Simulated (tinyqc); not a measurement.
Ways to converge the cycle: SCF convergence aids in the sto-6g basis, for BeH2, spin multiplicity 1. Computed by the program tinyqc with PySCF. RHF with one setting changed at a time; a run stops when the energy changes by less than 1e-09 hartree and the error matrix is below 1e-5. The start is random orbitals. Damping d keeps d of the old density; a shift (hartree) raises the virtual levels; DIIS n extrapolates F over n matrices.

Geometry (angstrom):
```
atom       x        y       z
Be    0.0000   0.0000  0.0000
H     0.0000   1.2650  0.0000
H     0.0000  -1.2650  0.0000
```

lowest restricted solution found by these runs and by PySCF = -15.725697 hartree

Largest element of the error matrix X^T (FDS - SDF) X:
```
iteration    plain  damping 0.3  damping 0.6  shift 0.4   DIIS 3   DIIS 8
1          4.2e+00      4.2e+00      4.2e+00    4.2e+00  4.2e+00  4.2e+00
2          4.0e-01      1.2e+00      2.4e+00    4.0e-01  4.0e-01  4.0e-01
3          9.3e-02      3.7e-01      1.4e+00    2.4e-01  9.3e-02  9.3e-02
4          4.4e-02      1.2e-01      8.6e-01    1.4e-01  4.5e-02  4.5e-02
5          2.1e-02      6.2e-02      5.2e-01    9.0e-02  1.1e-02  1.2e-02
6          1.0e-02      3.7e-02      3.1e-01    6.0e-02  2.6e-03  2.2e-03
8          2.5e-03      1.3e-02      1.2e-01    2.7e-02  1.3e-04  8.9e-05
10         6.1e-04      5.5e-03      4.4e-02    1.3e-02  2.6e-06  2.2e-06
14         3.6e-05      9.5e-04      1.4e-02    2.9e-03        -        -
20               -      6.8e-05      3.2e-03    3.0e-04        -        -
30               -            -      3.3e-04    6.9e-06        -        -
45               -            -      1.1e-05          -        -        -
```

How each run ends:
```
run          iterations  E (hartree)         state
plain                17    -15.72570  lowest found
damping 0.3          25    -15.72570  lowest found
damping 0.6          47    -15.72570  lowest found
shift 0.4            30    -15.72570  lowest found
DIIS 3               11    -15.72570  lowest found
DIIS 8               10    -15.72570  lowest found
```

What does the comparison show, and why?

6 of 6 runs reach the lowest restricted solution found, in 10 to 47 iterations (fastest: DIIS 8). Plain steps already contract here, so damping only slows them. DIIS 3 and DIIS 8 gain by cancelling the error over several earlier matrices, much as a quasi-Newton step does.
